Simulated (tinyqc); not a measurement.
# On-chip interconnect, size-dependent resistivity and RC delay: effects of single changes

A rectangular line between two neighbours and two ground planes. Surface and grain-boundary scattering are added to the bulk resistivity as corrections; capacitances are parallel-plate values without fringing; inductance is ignored.

Inputs (values chosen for the exercise); metal values close to those of copper: bulk resistivity rho0 = 1.66 uohm cm; bulk mean free path lam = 40.9 nm; specular share of surface scattering ps = 0.1; reflection coefficient of grain boundaries Rg = 0.34; grain size over the metal width gr = 2; drawn line width wd = 11 nm; aspect ratio, height over width AR = 2.6; liner on both walls and the bottom, not conducting tl = 2.2 nm; space to the neighbouring lines sp = 11 nm; dielectric height to the planes above and below hd = 24 nm; relative permittivity of the dielectric ek = 2.2; Miller factor of the neighbours Mf = 2; line length Lw = 40 um; driver resistance Rd = 8500 ohm; load capacitance Cl = 0.9 fF; bulk resistivity of the second metal (close to molybdenum) rho2 = 5.29 uohm cm; mean free path of the second metal lam2 = 11.2 nm; liner of the second metal tl2 = 0.3 nm.

Constants: eps0 = 8.8541878128e-12 F/m. Results are converted to the units shown.

Each table varies one quantity; the others keep the values above.

## Delay against the aspect ratio

Metal width x = wd - 2 tl, height y = AR wd - tl; grain boundaries (Mayadas-Shatzkes): al = (lam/(gr x)) Rg/(1 - Rg), g = 1/[1 - 3 al/2 + 3 al^2 - 3 al^3 ln(1 + 1/al)] - 1; surfaces (Fuchs-Sondheimer, thick limit): s = (3/8) lam (1 - ps)(1/x + 1/y); rho = rho0 (1 + g + s); r = rho/(x y); c = eps0 ek (2 wd/hd + 2 Mf AR wd/sp). Elmore delay tE = Rd (c Lw + Cl) + r Lw (c Lw/2 + Cl); t50 is the time at which the far end of a ladder of 30 pi sections (half capacitances at both ends, Cl at the far end, a step applied through Rd) reaches half the step; line share r Lw/(Rd + r Lw); estimate 0.69 Rd (c Lw + Cl) + 0.38 r c Lw^2 + 0.69 r Lw Cl.

Results:
```
AR   rho (uohm cm)  r (ohm/um)  c (fF/um)  tE (ps)  t50 (ps)  estimate (ps)  line share of the resistance (%)
0.8          12.22        2805    0.08019    315.9     236.4          230.6                             92.96
1.2          10.83        1492     0.1114    232.1     174.1          169.5                             87.53
1.6          10.24        1007     0.1425    207.2     155.3          151.0                             82.58
2            9.906       758.0     0.1737    199.3     149.0          144.9                             78.10
2.4          9.696       607.0     0.2049    198.6     148.0          144.0                             74.07
2.8          9.550       505.9     0.2360    201.6     149.8          145.8                             70.42
3.6          9.361       379.2     0.2984    213.3     157.4          153.5                             64.09
4            9.297       337.0     0.3295    220.7     162.3          158.5                             61.33
```

Estimate the missing row, AR = 3.2.

Computed row:
```
AR   rho (uohm cm)  r (ohm/um)  c (fF/um)  tE (ps)  t50 (ps)  estimate (ps)  line share of the resistance (%)
3.2          9.443       433.6     0.2672    206.8     153.1          149.2                             67.11
```

With this row back in the table: As AR goes from 0.8 to 4, r falls from 2810 to 337 ohm/um, c rises from 0.0802 to 0.330 fF/um and t50 goes from 236 through a minimum of 148 (at AR = 2.4 among the rows listed) to 162 ps. t50/tE lies between 0.736 and 0.750, and the estimate is within 2.8 % of t50. A taller line lowers r but raises the coupling to its neighbours, which gives the minimum.

## Two metals against line width

Metal width x = wd - 2 tl, height y = AR wd - tl; grain boundaries (Mayadas-Shatzkes): al = (lam/(gr x)) Rg/(1 - Rg), g = 1/[1 - 3 al/2 + 3 al^2 - 3 al^3 ln(1 + 1/al)] - 1; surfaces (Fuchs-Sondheimer, thick limit): s = (3/8) lam (1 - ps)(1/x + 1/y); rho = rho0 (1 + g + s); r = rho/(x y). The second metal has rho2, lam2 and tl2 in place of rho0, lam and tl; ps, Rg, gr and AR are shared.

Two metals against line width:
```
wd (nm)  rho, first (uohm cm)  rho, second (uohm cm)  r, first (ohm/um)  r, second (ohm/um)  ratio second/first
6.5                     25.33                  13.51               8207                1379              0.1681
8                       15.83                  11.88               2364               782.9              0.3312
10                      10.97                  10.50              822.7               434.6              0.5283
13                      7.839                  9.259              288.5               222.9              0.7727
17                      5.944                  8.304              112.3               115.3               1.027
22                      4.764                  7.609              49.22               62.49               1.270
30                      3.820                  6.984              19.68               30.57               1.553
45                      3.038                  6.416              6.518               12.38               1.900
70                      2.521                  6.013              2.138               4.769               2.231
120                     2.153                  5.711             0.6012               1.535               2.553
```

The resistivity of the first metal falls from 25.3 to 2.15 uohm cm and that of the second goes from 13.5 to 5.71 uohm cm as the line widens. The products rho0 lam, which set the size effect, are 67.9 and 59.2 uohm cm nm. The two resistances cross at wd = 16.5 nm: below it the second metal gives the lower line resistance. For widths well under the mean free path the thick-limit surface term is only a guide.

Range of the model: The metal width is under the mean free path, where the thick-limit surface term and the simple sum of corrections lose accuracy.

tinyqc, about 0.01 s, one thread, Intel Xeon 2.30GHz (shared host): `OMP_NUM_THREADS=1 python tinyqc.py 2100134 2100135 out.jsonl`
